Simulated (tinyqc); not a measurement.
Screening length from the swing.

Problem. In a simple model of a Schottky-barrier transistor a barrier thinner than d = 4 nm is transparent, so the effective barrier is pn - psi (1 - exp(-d/lam)) and the swing beyond flat band is Vt ln 10/(1 - exp(-d/lam)). Find the thermionic swing, lam, and the effective barrier at psi = 0.2 V.

Inputs (values chosen for the exercise):
```
symbol  value  unit                                 meaning
T         350     K                             temperature
pn       0.78    eV  barrier for electrons at both contacts
```

Constants: q = 1.602176634e-19 C, kB = 1.380649e-23 J/K, Vt = kB T/q. Results are converted to the units shown.

swing in the tunnelling range = 72.016621 mV/decade

Answer. The ratio of the two swings is 1 - exp(-d/lam).

Vt ln 10 = 69.4 mV/decade
lam = 1.20 nm
effective barrier = 0.587 eV

Numbers from tinyqc (`OMP_NUM_THREADS=1 python tinyqc.py 2390008 2390009 out.jsonl`; about 0.04 s on one thread of a shared Intel Xeon 2.30GHz).
